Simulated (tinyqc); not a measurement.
Admittance spectroscopy of a deep trap: one step of the calculation.

Schottky contact on an n-type layer with shallow donors Nd (all ionised) and a donor-like deep trap, neutral when filled and positive when empty; depletion approximation. Traps within lam of the depletion edge stay filled. The traps at xt = W - lam, where the level crosses the Fermi level, follow a slow signal and not a fast one. w = 2 pi f.

Problem. Widths and limiting capacitances. lam = sqrt(2 eps0 eps_r (EF - ET)/(q Nd)), EF - ET = Et - (kB T/q) ln(Nc(T)/Nd), Nc(T) = Nc (T/300 K)^1.5. In the steady state at the band bending V, 2 eps0 eps_r V/q = Nd W^2 + Nt (W - lam)^2 (the second term only if W > lam). V = Vbi + Vr. C_HF = eps0 eps_r/W, C_LF = eps0 eps_r (Nd + Nt)/(Nd W + Nt xt).

Values chosen for this exercise; material values close to those of silicon: relative permittivity eps_r = 11.5; conduction-band density of states at 300 K Nc = 2.8e19 cm^-3; shallow donor density Nd = 1.1e15 cm^-3; built-in voltage Vbi = 0.62 V; depth of the trap below the conduction edge Et = 0.19 eV; trap density Nt = 1.4e15 cm^-3; reverse bias Vr = 1.9 V; temperature T = 131 K.

Constants: q = 1.602176634e-19 C, kB = 1.380649e-23 J/K, eps0 = 8.8541878128e-14 F/cm where lengths are in cm. Results are converted to the units shown.

Give: lam; W; xt; C_HF; C_LF.

Solution.

lam = 321.61 nm
W = 1300.7 nm
xt = 979.09 nm
C_HF = 7.8283 nF/cm^2
C_LF = 9.0865 nF/cm^2

The step is 16.1 % of C_HF.

tinyqc, about 0.01 s, one thread, Intel Xeon 2.30GHz (shared host): `OMP_NUM_THREADS=1 python tinyqc.py 2050141 2050142 out.jsonl`
